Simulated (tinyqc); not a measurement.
Comparisons within one model: Gamma, L and X subbands of a thin body with non-parabolic valleys. A value that a table varies takes the place of the one given here.

Hard walls, flat band, c = hbar^2/2m0, energies from the bulk Gamma edge. For a valley at angle theta to the normal 1/m_z = cos^2/ml + sin^2/mt and m_d = sqrt(ml mt^2/m_z). Subband n starts at E_v + e with e (1 + a e) = c (n pi/t)^2/m_z, and its density-of-states mass is taken as m_d (1 + 2 a e), without further growth at higher in-plane energy. Groups are named by valley and degeneracy.

n_i = g m/(2 pi c) kB T ln(1 + exp((EF - E_i)/kB T)), sum n_i = Ns (1e12/cm^2 = 1e-4/angstrom^2), c = hbar^2/2m0. Quantum capacitance Cq = 1602.176634 sum g m/(2 pi c) f_i in microfarad/cm^2 with f_i = 1/(1 + exp((E_i - EF)/kB T)); Cox = 34.5313/eot (one gate); C/Cox = Cq/(Cq + Cox), the centroid term left out.

Constants: hbar^2/2m0 = 3.80998211 eV angstrom^2; kB = 8.617333262e-05 eV/K.

Parameters, chosen for this exercise (near those of a thin GaSb channel; the results hold for these values, not for the real material):
- face = 111 (surface)
- mG = 0.0395 m0 (Gamma mass)
- aG = 1.14 1/eV (Gamma non-parabolicity)
- EL = 0.054 eV (L edge above Gamma)
- mL = (1.286, 0.099) m0 (L valleys (four, along <111>): ml, mt)
- EX = 0.349 eV (X edge above Gamma)
- mX = (1.555, 0.215) m0 (X valleys (three, along <100>): ml, mt)
- aS = 0.68 1/eV (non-parabolicity of L and X)
- Ns = 6 x 1e12/cm^2 (sheet density)
- T = 300 K (temperature)
- eot = 14 angstrom (equivalent oxide thickness)
- ts = (20, 26, 34, 45, 60, 85, 130) angstrom (thicknesses)
- t = 64 angstrom (body thickness)
- Nl = (0.5, 1, 2, 4, 7, 11, 16) x 1e12/cm^2 (sheet densities)

## Thinning the body

Lowest edge of each valley type, the lowest group, the Gamma share and C/Cox, with n = 1 to 8 of all groups.

Results:
```
t (angstrom)  Gamma (eV)  L (eV)  X (eV)  lowest  Gamma share (%)  C/Cox
20                 1.071   0.124   0.613      L1              0.0  0.770
26                 0.756   0.096   0.515      L1              0.0  0.818
34                 0.518   0.079   0.450      L1              0.0  0.843
45                 0.339   0.068   0.408      L1              0.0  0.886
60                 0.213   0.062   0.383      L1              0.2  0.914
85                 0.116   0.058   0.366      L1              1.4  0.924
130                0.053   0.056   0.356      G1              4.6  0.929
```

How do the results move?

From 130 down to 20 angstrom Gamma rises by 1.02 eV, L by 0.07 and X by 0.26 eV, the light Gamma mass moving most. The lowest group changes from G1 to L1 between 130 and 85 angstrom. The Gamma share goes from 5 % to 0 %. C/Cox is 0.93 and 0.77 at the ends and lies between 0.77 and 0.93. Hard walls overstate the rise in the thinnest rows.

## Raising the sheet density

Fixed thickness, n = 1 to 8 of all groups; the gate overdrive above the lowest edge is (EF - E_lowest)/e + 0.1602177 Ns/Cox in volts.

Results:
```
Ns (1e12/cm^2)  EF - lowest (eV)  Gamma share (%)     Cq  C/Cox  overdrive (V)
0.5                       -0.040              0.2   2.95  0.544         -0.008
1.0                       -0.021              0.2   5.66  0.696          0.044
2.0                       -0.001              0.2  10.59  0.811          0.129
4.0                        0.021              0.2  19.35  0.887          0.281
7.0                        0.040              0.3  30.99  0.926          0.495
11.0                       0.058              0.3  44.51  0.947          0.772
16.0                       0.073              0.4  58.52  0.960          1.112
```

What can be read from the table?

The lowest subband is L1 n=1; the light Gamma level lies 130 meV above it, lifted there by confinement. At the highest density band filling takes 0.073 V of the 1.112 V overdrive. Cq grows from 2.9 to 58.5 microfarad/cm^2 while EF moves from -0.040 to +0.073 eV against the lowest edge; the Gamma share stays near 0 %.

## What each parameter does

n = 1 to 8 of all groups. Each row changes one parameter from the base and keeps the others.

Results:
```
case                lowest edge (eV)  EF (eV)  Gamma share (%)  C/Cox
base                           0.061    0.096              0.3  0.917
t = 58 angstrom                0.063    0.107              0.1  0.912
mG = 0.0454 m0                 0.061    0.096              0.6  0.917
aG = 0.8 1/eV                  0.061    0.096              0.2  0.917
EL = 0.104 eV                  0.111    0.146              1.6  0.917
Ns = 9 x 1e12/cm^2             0.061    0.111              0.3  0.939
eot = 12 angstrom              0.061    0.096              0.3  0.905
T = 250 K                      0.061    0.104              0.1  0.923
```

What can be read from the table?

The largest shifts from the base row, up to three for each result and ties (the steps differ in size, so this ranks the rows, not the parameters). lowest edge (eV): EL +0.050, t +0.002; unchanged at the printed digits by mG, aG, Ns, eot and T. EF (eV): EL +0.050, Ns +0.015, t +0.011; unchanged at the printed digits by mG, aG and eot. Gamma share (%): EL +1.4, mG +0.4, t -0.1, T -0.1, aG -0.1; unchanged at the printed digits by Ns and eot. C/Cox: Ns +0.022, eot -0.013, T +0.006; unchanged at the printed digits by mG, aG and EL.

Computed by tinyqc, a small Python program: `OMP_NUM_THREADS=1 python tinyqc.py 1251444 1251445 out.jsonl` (the numbers bound the seed that draws the inputs); one thread of a shared host (Intel(R) Xeon(R) Processor @ 2.30GHz), about 0.02 s for the whole set of steps.
